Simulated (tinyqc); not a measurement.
# Worked calculation: thermionic-field emission through a Schottky barrier, WKB

Numbers from tinyqc (`OMP_NUM_THREADS=1 python tinyqc.py 2640034 2640035 out.jsonl`; about 0.03 s on one thread of a shared Intel Xeon 2.30GHz). Printed values are rounded.

Metal on an n-type semiconductor with one parabolic valley; V > 0 is forward bias (metal positive). Energies E are counted from the conduction edge of the neutral semiconductor, whose Fermi level lies at -xi; that of the metal lies at -xi - V. The barrier is a parabola of height Vd = phi - xi - V (depletion approximation, no image force).

Values chosen for this exercise; band and dielectric values close to those of cadmium telluride:
```
symbol,value,unit,meaning
T,350,K,temperature
me,0.101,m0,electron mass
eps_r,10,,relative permittivity
phi,1.04,eV,barrier height seen from the metal
Nd,4.1e17,cm^-3,donor density
V,0.35,V,bias
nE,13,,points of the energy grid
Eb,0.85,eV,upper end of the energy grid
```

Constants: q = 1.602176634e-19 C, kB = 1.380649e-23 J/K, hbar = 1.054571817e-34 J s, h = 6.62607015e-34 J s, m0 = 9.1093837015e-31 kg, Vt = kB T/q, eps0 = 8.8541878128e-14 F/cm where lengths are in cm. Results are converted to the units shown.

Range of the model: The depletion approximation, a parabolic band and the neglect of image-force lowering make these currents estimates at high doping.

## Fermi level, barrier and E00

Nc = 2 (2 pi me m0 kB T/h^2)^1.5 (times 1e-6 for cm^-3); Nd = Nc F12(-xi/Vt), F12(x) = (2/sqrt(pi)) int_0^infinity sqrt(u)/(1 + exp(u - x)) du; E00 = (hbar/2) sqrt(Nd/(me m0 eps0 eps_r)) in SI units (volts). W = sqrt(2 eps0 eps_r Vd/(q Nd)).

Nc = 1.015019e18 cm^-3
xi = 0.02305758 eV
Vd = 0.6669424 V
W = 42.40201 nm
E00 = 11.82929 meV
E00/Vt = 0.3922091

By a common rule of thumb, E00/Vt below 0.5 marks thermionic emission, 0.5 to 5 thermionic-field emission and above 5 field emission. By that rule alone: thermionic emission; with a high barrier, tunnelling near its top can carry most of the current even below 0.5.

## Current density on a coarse grid

For E < Vd, ln T(E) = -(Vd/E00) [sqrt(1 - y) - y ln((1 + sqrt(1 - y))/sqrt(y))], y = E/Vd; T(E) = 1 above. J = A* T (q/kB) int_0^infinity T(E) N(E) dE, N = ln[(1 + exp((-xi - E)/Vt))/(1 + exp((-xi - V - E)/Vt))], A* = 4 pi q me m0 kB^2/h^3 (times 1e-4 for A/(cm^2 K^2)). Simpson's rule on nE equally spaced points from 0 to Eb.

```
point     E (eV)          T(E)             N        T(E) N
0      0.0000000  3.267463e-25     0.3822404  1.248956e-25
1      0.0708333  3.142275e-19    0.04350557  1.367065e-20
2      0.1416667  4.004301e-15   0.004237900  1.696983e-17
3      0.2125000  8.807443e-12   4.055348e-4  3.571725e-15
4      0.2833333   5.668585e-9   3.873938e-5  2.195975e-13
5      0.3541667   1.347901e-6   3.700029e-6  4.987274e-12
6      0.4250000   1.329671e-4   3.533872e-7  4.698886e-11
7      0.4958333   0.005699680   3.375171e-8  1.923739e-10
8      0.5666667     0.1041606   3.223596e-9  3.357716e-10
9      0.6375000     0.7034426  3.078829e-10  2.165779e-10
10     0.7083333             1  2.940563e-11  2.940563e-11
11     0.7791667             1  2.808506e-12  2.808506e-12
12     0.8500000             1  2.682379e-13  2.682379e-13
```

J = 0.002900658 A/cm^2

The integrand peaks at E = 0.567 eV among these points, 0.85 of the barrier height. A converged quadrature gives 0.002889 A/cm^2 (this grid is 0.39 % above that), of which 6.0 % passes over the barrier.
